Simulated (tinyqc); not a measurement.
What moves the results: valley splitting in a one-orbital chain of atomic planes (second-neighbour model). A value that a table varies takes the place of the one given here.

Each (001) plane carries one orbital with energy e0, hopping v to the next plane and u to the second: E(phi) = e0 + 2 v cos(phi) + 2 u cos(2 phi), where phi = pi - k a/4 (the sign of every second orbital is chosen so that v > 0, which shifts the phase by pi). The minimum lies at cos(phi0) = -v/(4u), phi0 = pi - (pi/2) k0 for a valley at k0 (2 pi/a), and e0 puts it at zero. A slab of N planes has hard walls: the matrix simply ends.

A well of Nw planes between barriers of 40 planes each (as of a SiGe alloy, taken as an offset alone). With x = j - 39.5 for plane j = 0, 1, ..., the potential is V0 (f(x) + f(Nw - x)) + F (j - 40) a/4, f(y) = 1/(1 + exp(y/L)), a step for L = 0; L is in planes, 4 L is about the distance over which f goes from 0.88 to 0.12, and 1 MV/m = 1e-4 V/angstrom.

Constants: hbar^2/2m0 = 3.80998211 eV angstrom^2.

Values chosen for the exercise (near those of the Delta valleys of silicon; abrupt walls in this chain split the valleys several times more than measured wells; not measured data):
```
symbol  value  unit      meaning
a       5.422  angstrom  lattice constant; planes lie a/4 apart
ml      0.962  m0        longitudinal mass
N0      55               first number of planes
Nf      120              planes in the thick slab
V0      0.18   eV        barrier height
F       10     MV/m      field
Nw      53               planes in the well
k0      0.822  2 pi/a    position of the valley
```

## Splitting against the number of planes

u = 0.583301 eV
v = 0.643901 eV
e0 = 1.344301 eV
phi0 = 1.850398 rad

Ten slabs from N0 on, of thickness (N - 1) a/4 between the outer planes. Effective mass: E1 = (c/ml)(pi/W)^2 with W = (N + 2) a/4: the amplitude vanishes on two missing planes at each end, and the envelope has its nodes N + 2 spacings apart. Large-N estimate of the splitting: 16 pi^2 u |sin(phi0) sin((N + 2) phi0)|/(N + 2)^3.

Doublet (meV):
```
N,thickness (angstrom),mean level,effective mass,splitting,estimate
55,73.20,6.55,6.55,0.462,0.466
56,74.55,6.32,6.32,0.230,0.221
57,75.91,6.11,6.11,0.296,0.304
58,77.26,5.91,5.91,0.363,0.359
59,78.62,5.71,5.72,0.077,0.086
60,79.97,5.53,5.53,0.370,0.371
61,81.33,5.36,5.36,0.124,0.117
62,82.69,5.19,5.19,0.271,0.276
63,84.04,5.03,5.04,0.256,0.252
64,85.40,4.88,4.88,0.112,0.119
```

How do the results move?

The mean level falls smoothly, from 6.5 to 4.9 meV, within 0.2 % of the effective-mass value. The splitting swings between 0.077 (N = 59) and 0.462 meV (N = 55): one plane more or less changes the phase between the two walls by phi0 = 1.850 rad. The estimate misses the computed values by at most 0.009 meV.

## Splitting against the electric field

A thick slab in a field F: plane j = 0, 1, ... gains the energy F j a/4 (1 MV/m = 1e-4 V/angstrom), which presses the electron against the first wall. The exponent is the slope of ln(splitting) against ln F between 20 and 50 MV/m.

Doublet:
```
F (MV/m),mean level (meV),splitting (meV),splitting/F (meV per MV/m)
1,7.77,0.1413,0.1413
2,12.24,0.2822,0.1411
5,22.27,0.7056,0.1411
10,34.91,1.4116,0.1412
20,54.52,2.8249,0.1412
30,70.62,4.2395,0.1413
50,97.55,7.0721,0.1414
```

exponent = 1.00

What can be read from the table?

The splitting goes from 0.1413 to 7.0721 meV. At high field it grows as F^1.00: at a single hard wall it follows the squared slope of the envelope, which is proportional to F, while the level itself grows about as F^(2/3) (here F^0.63). A hard wall is the sharpest interface possible; real Si interfaces split several times less.

## Sharp and graded interfaces

The lowest doublet for several interface widths L.

Doublet:
```
L (planes),4 L (angstrom),mean level (meV),splitting (micro-eV)
0.00,0.00,31.23,1414.22
0.25,1.36,31.38,756.29
0.50,2.71,31.62,153.76
0.75,4.07,31.93,29.45
1.00,5.42,32.31,5.51
1.50,8.13,33.28,0.17
2.00,10.84,34.45,0.00
```

How do the results move?

The mean level moves by +3.2 meV over the table, while the splitting falls from 1414.2 micro-eV at a step to 5.51 at L = 1 plane, a factor 257. Coupling the valleys needs the Fourier component of the potential at twice the valley wave vector, a period of a few planes, and grading removes it. Random alloy disorder, left out here, sets the splitting once this part is gone.

## What each parameter does

Step interfaces (L = 0). u, v, e0 follow from 8 u sin^2(phi0) = (2c/ml)/(a/4)^2, v = -4u cos(phi0), e0 = 2u + v^2/(4u), c = hbar^2/2m0. Each row changes one parameter from the base and keeps the others.

Results:
```
case,mean level (meV),splitting (micro-eV)
base,31.23,1414.2
k0 = 0.832 2 pi/a,31.23,1405.1
ml = 1.058 m0,30.29,1413.3
V0 = 0.27 eV,32.13,1415.6
F = 20 MV/m,46.94,2823.8
Nw = 54,31.23,1412.2
```

What does this show?

The largest shifts from the base row, up to three for each result and ties (the steps differ in size, so this ranks the rows, not the parameters). mean level (meV): F +15.71, ml -0.94, V0 +0.90; unchanged at the printed digits by k0 and Nw. splitting (micro-eV): F +1409.6, k0 -9.1, Nw -2.0.

(tinyqc, `OMP_NUM_THREADS=1 python tinyqc.py 1481111 1481112 out.jsonl`, Intel(R) Xeon(R) Processor @ 2.30GHz, 1 thread, shared host, about 0.01 s.)
